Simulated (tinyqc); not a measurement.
# Changing the temperature T

Model: formation energy of a charged point defect from supercell energies. Computed by tinyqc, a small Python program. Command: `OMP_NUM_THREADS=1 python tinyqc.py 3020413 3020414 out.jsonl formation sweep`. One thread of a shared host (Intel(R) Xeon(R) Processor @ 2.30GHz), about 0.01 s of CPU time with the checks.

The host is a compound AB. Making the defect adds n_A = -1, n_B = 0 atoms to the cell. All total energies are inputs. E_F is counted from the valence-band maximum (VBM); x = 0 is A-rich and x = 1 B-rich growth.

Inputs (values chosen for the exercise, with gap and screening modelled on InP):

| quantity | value | unit |
|---|---|---|
| gap E_g | 1.38 | eV |
| E_VBM of the host cell | 3.106 | eV |
| potential alignment dV | 0.086 | eV |
| dielectric constant eps | 12.2 | - |
| cell length L | 18.4 | angstrom |
| mu_A of the pure element | -4.395 | eV |
| formation enthalpy dH of AB | -1.03 | eV |
| growth condition x | 0.39 | - |
| Fermi level E_F | 0.62 | eV |
| site density N_s | 4.2e+22 | cm^-3 |

Defect: vacancy of A. Supercell lattice: fcc.

charge states q: 3  2  1  0

E(defect, q) - E(host), in the order of q (eV): -6.262  -1.987  2.289  6.398

Constants: e^2/(4 pi eps_0) = 14.39964548 eV angstrom; k_B = 8.617333262e-05 eV/K.

Method:
- dmu_A = x dH and dmu_B = (1 - x) dH, so that dmu_A + dmu_B = dH; mu = mu(element) + dmu.
- The reservoir term is sum n_i mu_i.
- Image-charge correction of a point charge in a neutralising background: E_corr = q^2 alpha e^2/(4 pi eps_0) / (2 eps L), alpha = 2.888282 for a fcc array with L the cube root of the volume.
- E_f(q, E_F) = [E(defect, q) - E(host)] - sum n_i mu_i + q (E_VBM + dV + E_F) + E_corr(q).
- E_f(q, E_F) = E_f(q, 0) + q E_F.
- c_q = N_s exp(-E_f(q, E_F)/k_B T), with all degeneracy factors one and no vibrational entropy.

One run for each value:

| temperature T (K) | total concentration (cm^-3) | mean charge (e) |
|---|---|---|
| 500 | 5.2658e+10 | 2.4889 |
| 643 | 2.7589e+13 | 2.4724 |
| 786 | 1.4935e+15 | 2.4490 |
| 929 | 2.3841e+16 | 2.4206 |
| 1070 | 1.7847e+17 | 2.3897 |
| 1210 | 8.3240e+17 | 2.3576 |
| 1360 | 3.0630e+18 | 2.3228 |
| 1500 | 8.1987e+18 | 2.2907 |

What does the table show, and why?

Over the rows, total concentration (cm^-3) rises from 5.27e10 to 8.20e18 (exponent d ln y / d ln x 25 between the first rows and 10 between the last); mean charge (e) falls from 2.49 to 2.29 (exponent d ln y / d ln x -0.026 between the first rows and -0.14 between the last). A line through ln c against 1/(k_B T) has slope -1.219 eV, minus the formation energy averaged over the charge states present.

Caution (all rows): the largest image-charge correction in these energies, q^2 alpha e^2/(8 pi eps_0 eps L) with alpha = 2.888282, exceeds a quarter of the gap; the point-charge term alone is then a rough estimate, usually too large for a charge that is spread out. Caution (all rows): E_f at E_F = 0 is negative for at least one charge state, so in equilibrium E_F cannot reach the valence-band maximum.

Extremes, crossings and ranges named in words are read from the listed rows.
